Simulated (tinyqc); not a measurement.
Electroplating on a thin resistive seed layer: kinetics, Wagner number and the terminal effect across a wafer: one step, computed by the program tinyqc.

Current enters the seed at the rim. The bath is treated as a local resistance per area (no lateral flow in the liquid), two electrons per ion, molar volume 7.11 cm^3/mol, Faraday constant F = e N_A, kinematic viscosity 0.01 cm^2/s, omega = 2 pi x rpm/60; k_B T/e is in volts.

Problem. Rate, limit and resistances. Growth rate = i V_m/(2 F). Levich limit i_L = 0.62 x 2 F D^(2/3) omega^(1/2) nu^(-1/6) c. Tafel overpotential eta = (k_B T/(alpha e)) ln(i/i_0); kinetic resistance k_B T/(alpha e i); bath resistance h/kappa + plate; R_s = resistivity/t; Wagner number = kinetic resistance x kappa/R.

Inputs (values chosen for the exercise, of the order of those for copper plating from an acid sulfate bath):

| quantity | value | unit |
|---|---|---|
| wafer radius R | 10 | cm |
| seed thickness t | 40 | nm |
| seed resistivity | 6.8 | microohm cm |
| bath conductivity kappa | 0.056 | S/cm |
| gap to the anode h | 4.8 | cm |
| extra resistance of a porous plate | 110 | ohm cm^2 |
| exchange current density i_0 | 0.28 | mA/cm^2 |
| cathodic transfer coefficient alpha | 0.49 | - |
| mean current density | 9.7 | mA/cm^2 |
| diffusivity of the metal ion | 4e-06 | cm^2/s |
| metal ion concentration | 0.57 | mol/L |
| rotation rate | 30 | rpm |
| temperature T | 298 | K |

Constants: e = 1.602176634e-19 C; N_A = 6.02214076e+23 1/mol; k_B = 8.617333262e-05 eV/K.

Give: growth rate; limiting current i_L; overpotential; kinetic resistance; bath resistance R_b; sheet resistance R_s; Wagner number.

Solution.

growth rate = 214.44 nm/min

limiting current i_L = 65.620 mA/cm^2

overpotential = 185.79 mV

kinetic resistance = 5.4028 ohm cm^2

bath resistance R_b = 195.71 ohm cm^2

sheet resistance R_s = 1.7 ohm/square

Wagner number = 0.030256
